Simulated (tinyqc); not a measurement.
Band folding and unfolding in a supercell of a chain, step by step. Values are carried at full precision from step to step, so a last printed digit may differ when a step is redone from the rounded ones.

A chain with hopping -t and n = 4 sites a supercell. H(K) has v_j on the diagonal, -t between neighbours and -t exp(2 pi i K) on the bond that closes the cell (from the last site to the first of the next cell). The point K holds the n wave vectors k_m = (K + m)/n of the primitive zone, in 2 pi/a, m = 0 to n - 1, with E0 = -2t cos(2 pi k_m). The unfolding weight of a state c on k_m is |sum_j c_j exp(-2 pi i k_m j)|^2/n, j = 0 to n - 1.

Parameters, chosen for this exercise:
- t = 1.56 eV (hopping)
- v = (-0.5, 0.5, 0.5, 0.5) eV (site energies in the supercell)
- Kq = 0.3 2 pi/(n a) (wave vector in the small zone)

## Folded levels and Fourier components

List k_m and E0; V_q = (1/n) sum_j v_j exp(-2 pi i q j/n) couples k_m to k_(m+q).

Folded band:
```
m  k_m (2 pi/a)  E0 (eV)
0        0.0750  -2.7799
1        0.3250   1.4165
2        0.5750   2.7799
3        0.8250  -1.4165
```

V_0, V_1, ... (eV): 0.2500  -0.2500  -0.2500

## Supercell Hamiltonian

Fill in H(K).

H (eV):
```
                1        2        3               4
1         -0.5000  -1.5600        0  0.4821+1.4836i
2         -1.5600   0.5000  -1.5600               0
3               0  -1.5600   0.5000         -1.5600
4  0.4821-1.4836i        0  -1.5600          0.5000
```

## Levels and unfolding weights

Diagonalise and project each state on the k_m.

levels (eV): -2.6111  -1.1474  1.6677  3.0908

weights:
```
     level 1  level 2  level 3  level 4
m=0    0.955    0.040    0.004    0.001
m=1    0.005    0.005    0.964    0.025
m=2    0.003    0.003    0.023    0.971
m=3    0.036    0.952    0.009    0.002
```

The purest state keeps 97.1 % on one k and the most mixed (level 2) 95.2 %; rows and columns each add to one.

## Moments of the spectral function

For each k_m: mean sum_i W E_i and variance sum_i W E_i^2 less the mean squared. The mean must be E0 plus the average of v, and the variance that of v.

Moments:
```
m  mean (eV)  variance (eV^2)
0     -2.530            0.188
1      1.666            0.188
2      3.030            0.188
3     -1.166            0.188
```

The average of v is 0.2500 eV and its variance 0.1875 eV^2: the virtual crystal gives the mean, and the variance is the spread of weight over several levels that it leaves out.

## Checks

- Variance of the spectral function against the variance of v: they agree to 1e-10 or better.
- Levels for v = 0 against the folded band: they agree to 1e-10 or better.

Program tinyqc; command `OMP_NUM_THREADS=1 python tinyqc.py 1451663 1451664 out.jsonl`; about 0.01 s on one thread of a shared Intel(R) Xeon(R) Processor @ 2.30GHz.
